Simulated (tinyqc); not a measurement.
# Changing the saturation temperature T

Model: liquidus of a compound AB in a simple-solution melt, liquid-phase epitaxy and vapour pressures. Computed by tinyqc, a small Python program. Command: `OMP_NUM_THREADS=1 python tinyqc.py 3002306 3002307 out.jsonl liq35 sweep`. One thread of a shared host (Intel(R) Xeon(R) Processor @ 2.30GHz), about 0.03 s of CPU time with the checks.

x is the atom fraction of B in the melt. The melt is a simple solution: R T ln gamma_B = W (1 - x)^2, R T ln gamma_A = W x^2, W = a + b T. The solid AB is stoichiometric.

Inputs (values chosen for the exercise, modelled on GaSb for the melt):
```
quantity                                   value       unit
melting point T_F                            983          K
entropy of fusion S_F                       65.8  J/(mol K)
interaction a                               19.7     kJ/mol
interaction slope b                          -24  J/(mol K)
step dT                                       11          K
cooling rate c                              0.63      K/min
growth time t                                2.7        min
diffusivity in the melt D                2.1e-05     cm^2/s
molar volume of the melt V_L                12.7   cm^3/mol
lattice constant a0                        6.096   angstrom
melt depth w                                 9.9         mm
heat of evaporation of A                     269     kJ/mol
entropy of evaporation of A                  104  J/(mol K)
heat of evaporation of B as (1/2) B2         120     kJ/mol
entropy of evaporation of B as (1/2) B2     69.2  J/(mol K)
```

Growth programme: supercooling (step, then ramp).

Constants: R = 8.314462618 J/(mol K); N_A = 6.02214076e+23 1/mol; k_B = 8.617333262e-05 eV/K.

Method:
- Liquidus (Vieland): f(x) = R T ln[4 x (1 - x)] + 2 W (1/2 - x)^2 + S_F (T_F - T) = 0.
- Newton steps with f' = (1 - 2x)[R T/(x (1 - x)) - 2 W], from the dilute estimate x = (1/4) exp[-(S_F (T_F - T) + W/2)/(R T)]; stop below 1e-13; f under 1e-6 shown as 0.
- dx/dT = -(df/dT)/f', df/dT = R ln[4 x (1 - x)] + 2 b (1/2 - x)^2 - S_F, f' = (1 - 2x)[R T/(x (1 - x)) - 2 W]. Concentrations: C_L = x N_A/V_L in the melt, C_S = 4/a0^3 in the solid; m = dT/dC_L.
- Semi-infinite melt (Hsieh): step d = 2 dT sqrt(D t/pi)/(C_S m); ramp d = (4/3) c sqrt(D/pi) t^(3/2)/(C_S m); supercooling is their sum. A melt of depth w can give at most w (undercooling)/(C_S m).
- Over the A-rich liquidus: p_A = gamma_A (1 - x) exp(S_A/R - H_A/(R T)), p_B2 = [gamma_B x exp(S_B/R - H_B/(R T))]^2, in bar. Free evaporation is congruent while the A flux over this liquidus is at least the B flux; with A and B2 taken as equal in mass for the estimate, T_c solves p_A = 2 p_B2.

One run for each value; columns: (1) saturation temperature T (K); (2) solubility x; (3) thickness d (micrometre); (4) apparent heat of solution k_B T^2 d ln x/dT (eV); (5) log10 p_A; (6) log10 p_B2:
```
(1)         (2)         (3)      (4)      (5)      (6)
541  1.8451e-04  1.2127e-01  0.77296  -20.540  -22.114
587  6.7699e-04  3.7842e-01  0.77391  -18.505  -19.468
634  2.1073e-03  1.0125e+00  0.77601  -16.731  -17.161
681  5.6285e-03  2.3551e+00  0.77974  -15.203  -15.169
727  1.3082e-02  4.8358e+00  0.78505  -13.901  -13.466
774  2.8084e-02  9.2344e+00  0.79152  -12.734  -11.927
821  5.5549e-02  1.6365e+01  0.79792  -11.707  -10.551
867  1.0132e-01  2.7043e+01  0.80615  -10.821   -9.326
914  1.7785e-01  4.4369e+01  0.83744  -10.030   -8.159
```

Over the rows, solubility x rises from 1.85e-4 to 0.178 (exponent d ln y / d ln x 16 between the first rows and 11 between the last); thickness d (micrometre) rises from 0.121 to 44.4 (exponent d ln y / d ln x 14 between the first rows and 9.4 between the last); apparent heat of solution k_B T^2 d ln x/dT (eV) rises from 0.773 to 0.837 (exponent d ln y / d ln x 0.015 between the first rows and 0.72 between the last). At fixed undercooling the thickness follows dx/dT, so hot melts grow fast and thin layers need cool ones.

Caution (rows 541, 587, 634, 681, 727): over so large an undercooling the liquidus slope is not constant.

Extremes, crossings and ranges named in words are read from the listed rows.
